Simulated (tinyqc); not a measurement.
Trading HF for NH4F at fixed fluoride: speciation in dilute and buffered hydrofluoric acid, oxide etch rate and bath loading. Computed by tinyqc, a small Python program. Command: `OMP_NUM_THREADS=1 python tinyqc.py 3121391 3121392 out.jsonl hfetch walk`. One thread of a shared host (Intel(R) Xeon(R) Processor @ 2.30GHz), about 0.01 s of CPU time with the checks.

Concentrations stand for activities, NH4+ and Cl- are spectators, and water ionisation is neglected. H, F and HF2 denote the ions H+, F- and HF2-. The base temperature is 298 K.

Inputs (values chosen for the exercise, of the order of those for thermal oxide at room temperature): HF added = 0.25 mol/L; NH4F added = 0 mol/L; K1 = [H][F]/[HF] = 0.000645 mol/L; K2 = [HF2]/([HF][F]) = 3.45 L/mol; K3 = [H2F2]/[HF]^2 = 0 L/mol; rate constant of neutral HF k_a = 16 nm L/(min mol); rate constant of HF2 k_b = 60 nm L/(min mol).

Method:
- Fluoride balance: [HF] + [F] + 2 [HF2] + 2 [H2F2] = HF added + NH4F added. Acid balance: [H] + [HF] + [HF2] + 2 [H2F2] = HF added + HCl added. For a trial [H], [HF] = [H][F]/K1, and the fluoride balance is a quadratic in [F].
- Rate = k_a ([HF] + 2 [H2F2]) + k_b [HF2], an empirical two-term form.
- Total fluoride is held at HF + NH4F added, without HCl; x is the share added as HF.

Against x:
```
x         pH  [F] (mol/L)  [HF] (mol/L)  [HF2] (mol/L)  rate (nm/min)
0.05  4.7150      0.23197       0.00693       0.005548         0.4438
0.15  4.1382      0.19741       0.02226       0.015163         1.2660
0.30  3.6728      0.14974       0.04931       0.025475         2.3175
0.40  3.4265      0.12103       0.07028       0.029345         2.8852
0.50  3.1963      0.09495       0.09368       0.030686         3.3400
0.60  2.9681      0.07158       0.11943       0.029494         3.6805
0.75  2.6020      0.04172       0.16172       0.023278         3.9842
0.90  2.1529      0.01877       0.20471       0.013259         4.0709
1.00  1.7919      0.00906       0.22677       0.007087         4.0535
```

What does the comparison show, and why?

[HF2] is largest at x = 0.5 and the rate at x = 0.9 among these rows; HF2 needs both HF and F. At its best the mixture etches 1.00 times as fast as HF alone.

Extremes, crossings and ranges named in words are read from the listed rows.
